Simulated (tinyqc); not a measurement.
# Worked calculation: electron continuity equation in a given potential, Scharfetter-Gummel discretisation

Program tinyqc, `OMP_NUM_THREADS=1 python tinyqc.py 2220140 2220141 out.jsonl`; Intel Xeon 2.30GHz, shared host, one thread, about 0.01 s. Printed values are rounded.

Steady state in one dimension: J = q mu n E + q D dn/dx with E = -dpsi/dx and D = mu Vt, dJ/dx = q (n/tau - G), fixed densities nL and nR at the ends. The potential is given, psi = U (x/L)^2, and is not changed by the electrons.

Parameters, values chosen for the exercise; mobility close to that of silicon at room temperature:
- T = 300 K (temperature)
- mu = 1360 cm^2/(V s) (electron mobility)
- L = 0.13 um (length of the region)
- nL = 4.7e14 cm^-3 (density at x = 0)
- nR = 4.3e15 cm^-3 (density at x = L)
- tau = 8.7e-13 s (lifetime)
- G = 8.8e25 cm^-3 s^-1 (uniform generation rate)
- U = -0.2 V (potential difference psi(L) - psi(0))

Constants: q = 1.602176634e-19 C, kB = 1.380649e-23 J/K, Vt = kB T/q. Results are converted to the units shown.

Range of the model: The drift velocity mu E exceeds 1e7 cm/s somewhere, where real mobilities no longer stay constant.

## Potential on the mesh

11 equal intervals, h = L/11; psi = U (x/L)^2.

| node | psi (V) |
|---|---|
| 0 | 0.000000 |
| 1 | -0.001653 |
| 2 | -0.006612 |
| 3 | -0.014876 |
| 4 | -0.026446 |
| 5 | -0.041322 |
| 6 | -0.059504 |
| 7 | -0.080992 |
| 8 | -0.105785 |
| 9 | -0.133884 |
| 10 | -0.165289 |
| 11 | -0.200000 |

## Bernoulli factors

d_i = (psi_(i+1) - psi_i)/Vt; B(d) = d/(exp(d) - 1), B(0) = 1. The flux on interval i is J_i = (q D/h) [n_(i+1) B(d_i) - n_i B(-d_i)].

| interval | d_i | B(d_i) | B(-d_i) |
|---|---|---|---|
| 0 | -0.06394 | 1.03231 | 0.968372 |
| 1 | -0.19181 | 1.09897 | 0.907159 |
| 2 | -0.31968 | 1.16834 | 0.848660 |
| 3 | -0.44756 | 1.24042 | 0.792858 |
| 4 | -0.57543 | 1.31516 | 0.739727 |
| 5 | -0.70330 | 1.39254 | 0.689232 |
| 6 | -0.83118 | 1.47251 | 0.641330 |
| 7 | -0.95905 | 1.55502 | 0.595973 |
| 8 | -1.08692 | 1.64003 | 0.553103 |
| 9 | -1.21480 | 1.72745 | 0.512657 |
| 10 | -1.34267 | 1.81724 | 0.474566 |

The largest |d_i| is 1.34, below 2, so central differences would also keep densities positive.

## Tridiagonal system for the inner nodes

Row i (1 to 10): B(-d_(i-1)) n_(i-1) + b_i n_i + B(d_i) n_(i+1) = f_i with b_i = -B(-d_i) - B(d_(i-1)) - h^2/(D tau) and f_i = -G h^2/D; the known end values are moved to the right: f_1 loses B(-d_0) nL and f_10 loses B(d_10) nR. h = L/11, D = mu Vt.

| node | diagonal b | right side f (cm^-3) |
|---|---|---|
| 1 | -1.98513 | -4.58631e14 |
| 2 | -1.99329 | -3.49584e12 |
| 3 | -2.00686 | -3.49584e12 |
| 4 | -2.02580 | -3.49584e12 |
| 5 | -2.05005 | -3.49584e12 |
| 6 | -2.07953 | -3.49584e12 |
| 7 | -2.11414 | -3.49584e12 |
| 8 | -2.15379 | -3.49584e12 |
| 9 | -2.19835 | -3.49584e12 |
| 10 | -2.24768 | -7.81762e15 |

## Densities and current

B(d) = d/(exp(d) - 1) with d_i = (psi_(i+1) - psi_i)/Vt; b and f are the diagonal and right side of the balance equations. Solve B(-d_(i-1)) n_(i-1) + b_i n_i + B(d_i) n_(i+1) = f_i (end values already in f), then J_i = (q D/h) [n_(i+1) B(d_i) - n_i B(-d_i)], h = L/11, D = mu Vt.

| node | n (cm^-3) |
|---|---|
| 0 | 4.7e14 |
| 1 | 3.32990e15 |
| 2 | 5.59766e15 |
| 3 | 6.96157e15 |
| 4 | 7.43052e15 |
| 5 | 7.24607e15 |
| 6 | 6.71779e15 |
| 7 | 6.09309e15 |
| 8 | 5.51106e15 |
| 9 | 5.02116e15 |
| 10 | 4.62332e15 |
| 11 | 4.3e15 |

| interval | J (1e4 A/cm^2) |
|---|---|
| 0 | 1.42152 |
| 1 | 1.49232 |
| 2 | 1.61248 |
| 3 | 1.76233 |
| 4 | 1.92238 |
| 5 | 2.07842 |
| 6 | 2.22296 |
| 7 | 2.35391 |
| 8 | 2.47218 |
| 9 | 2.57980 |
| 10 | 2.67876 |

Against a mesh 200 times finer the densities are off by at most 0.33 % of their local values.
